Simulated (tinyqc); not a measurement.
From results back to parameters: deformation-potential model of the L valleys of a conduction band. Four cases, with inputs chosen for the exercise.

Problem. An ellipsoidal valley with ml > mt has the density-of-states mass m_d = (ml mt^2)^(1/3) and, averaged over equivalent valleys, the conductivity mass m_c = 3/(1/ml + 2/mt).

Find: K = ml/mt; mt; ml.

Method. With K = ml/mt, m_d/m_c = K^(1/3) (2 + 1/K)/3, which rises steadily for K > 1 and so fixes K; then mt = m_d K^(-1/3) and ml = K mt.

Case 1.

m_d = 0.2202534 m0
m_c = 0.1212556 m0

Solution.

K = ml/mt = 18.687
mt = 0.083 m0
ml = 1.551 m0

Case 2.

m_d = 0.2243053 m0
m_c = 0.1241228 m0

Solution.

K = ml/mt = 18.376
mt = 0.085 m0
ml = 1.562 m0

Case 3.

m_d = 0.2225025 m0
m_c = 0.1213505 m0

Solution.

K = ml/mt = 19.265
mt = 0.083 m0
ml = 1.599 m0

Case 4.

m_d = 0.2177206 m0
m_c = 0.1184503 m0

Solution.

K = ml/mt = 19.420
mt = 0.081 m0
ml = 1.573 m0

Computed by tinyqc, one run a case: `OMP_NUM_THREADS=1 python tinyqc.py N N+1 out.jsonl` with N = 1080037, 1080054, 1080066, 1080082; one thread of a shared Intel(R) Xeon(R) Processor @ 2.30GHz, about 0.02 s a run at most.
